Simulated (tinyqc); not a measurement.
Length offset and series resistance from crossing lines.

Inverse problem. R_total = Rs + k (L - dL)/Vo with constant Rs, dL and k. Find k, dL and Rs.

R_total at (L, Vo) = (40, 0.36), (80, 0.36), (40, 0.8) and (80, 0.8), L in nm and Vo in V (ohm um): 238.08333  360.30556  184.13750  239.13750

Answer. At each overdrive R is a straight line in L with slope k/Vo; the two lines cross at L = dL, R = Rs.

k = 1.100 ohm um V/nm
dL = 7.900 nm
Rs = 140.0 ohm um

tinyqc, about 0.05 s, one thread, Intel Xeon 2.30GHz (shared host): `OMP_NUM_THREADS=1 python tinyqc.py 2282297 2282298 out.jsonl`
